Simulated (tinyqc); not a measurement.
# Threshold-voltage variability of a planar MOSFET, analytic estimates: two studies

Three independent sources add in quadrature: random dopants in the depleted layer, metal-gate grains of two orientations, and roughness of the two gate edges acting through the roll-off VT = VT(long) - Vr exp(-L/l). These are first-order estimates: no three-dimensional electrostatics, no percolation.

Inputs (values chosen for the exercise); material values close to those of silicon: temperature T = 350 K; band gap Eg = 1.11 eV; relative permittivity of the semiconductor eps_r = 11.6; conduction-band density of states at T Nc = 3.53e19 cm^-3; valence-band density of states at T Nv = 3.35e19 cm^-3; channel doping Na = 3.2e18 cm^-3; oxide-equivalent thickness in inversion ti = 1.4 nm; gate length L = 20 nm; gate width W = 24 nm; metal grain size G = 4 nm; work-function difference of the two grain orientations dW = 0.3 eV; share of the orientation of higher work function p = 0.6; rms roughness of one gate edge De = 1.5 nm; correlation length of the roughness La = 30 nm; decay length of the threshold roll-off l = 5.6 nm; prefactor of the roll-off Vr = 1.9 V.

Constants: q = 1.602176634e-19 C, kB = 1.380649e-23 J/K, Vt = kB T/q, eps0 = 8.8541878128e-14 F/cm where lengths are in cm. Results are converted to the units shown.

Each table varies one quantity; the others keep the values above.

## Effect of the channel doping

ni = sqrt(Nc Nv) exp(-Eg/(2 Vt)), Eg in volts; Cox = 3.9 eps0/ti; Wd = sqrt(4 eps0 eps_r Vt ln(Na/ni)/(q Na)); dopants: s1 = (q/Cox) sqrt(Na Wd/(3 L W)). Grains: Ng = L W/G^2 (at least 1), s2 = dW sqrt(p (1 - p)/Ng). Edges, with exponential correlation and u = W/La: the mean gate length has sL^2 = 2 De^2 (2/u)[1 - (1 - exp(-u))/u]; s3 = sL (Vr/l) exp(-L/l). s = sqrt(s1^2 + s2^2 + s3^2). l and Vr are held fixed.

The same in every row: s2 (mV) = 26.83; s3 (mV) = 17.86.

Effect of the channel doping:

| Na (cm^-3) | s1 (mV) | s (mV) | s sqrt(L W) (mV um) |
|---|---|---|---|
| 1.5e17 | 18.96 | 37.40 | 0.8193 |
| 2.6e17 | 21.98 | 39.01 | 0.8548 |
| 4.7e17 | 25.76 | 41.26 | 0.9040 |
| 8.2e17 | 29.89 | 43.96 | 0.9632 |
| 1.5e18 | 35.12 | 47.67 | 1.044 |
| 2.6e18 | 40.65 | 51.88 | 1.137 |
| 4.5e18 | 47.03 | 57.01 | 1.249 |
| 8e18 | 54.77 | 63.55 | 1.392 |

What does the comparison show?

As Na goes from 1.5e17 to 8e18 cm^-3, s rises from 37.4 to 63.6 mV. The largest source is the grains in the first row and the dopants in the last. s1 goes on average as Na^(0.27), near the 1/4 expected from Na Wd. For Na = 1.5e17 to 2.6e17 cm^-3 the depleted region holds under ten dopants, so their spread is not Gaussian. For Na = 1.5e17 to 2.6e18 cm^-3 the depletion depth exceeds L, so source and drain share much of the charge and s1 is rough.

## Effect of the gate length

Same model as above.

l and Vr are held fixed.

Results:

| L (nm) | s1 (mV) | s2 (mV) | s3 (mV) | s (mV) | s sqrt(L W) (mV um) |
|---|---|---|---|---|---|
| 12 | 55.458 | 34.641 | 74.534 | 99.151 | 1.6826 |
| 17 | 46.594 | 29.104 | 30.520 | 62.846 | 1.2694 |
| 21 | 41.923 | 26.186 | 14.941 | 51.638 | 1.1593 |
| 25 | 38.423 | 24.000 | 7.3142 | 45.889 | 1.1240 |
| 30 | 35.075 | 21.909 | 2.9951 | 41.464 | 1.1126 |
| 37 | 31.583 | 19.728 | 0.85810 | 37.248 | 1.1100 |
| 44 | 28.962 | 18.091 | 0.24585 | 34.149 | 1.1097 |

Estimate the missing row, L = 14 nm.

Computed row:

| L (nm) | s1 (mV) | s2 (mV) | s3 (mV) | s (mV) | s sqrt(L W) (mV um) |
|---|---|---|---|---|---|
| 14 | 51.344 | 32.071 | 52.149 | 79.902 | 1.4646 |

With this row back in the table: As L goes from 12 to 44 nm, s falls from 99.2 to 34.1 mV. The largest source is the edges in the first row and the dopants in the last. The product s sqrt(L W) falls from 1.68 to 1.11 mV um: s1 and s2 go as 1/sqrt(L W), so the change comes from s3 alone. For L = 12 to 17 nm the depletion depth exceeds L, so source and drain share much of the charge and s1 is rough.

Numbers from tinyqc (`OMP_NUM_THREADS=1 python tinyqc.py 2090151 2090152 out.jsonl`; about 0.01 s on one thread of a shared Intel Xeon 2.30GHz).
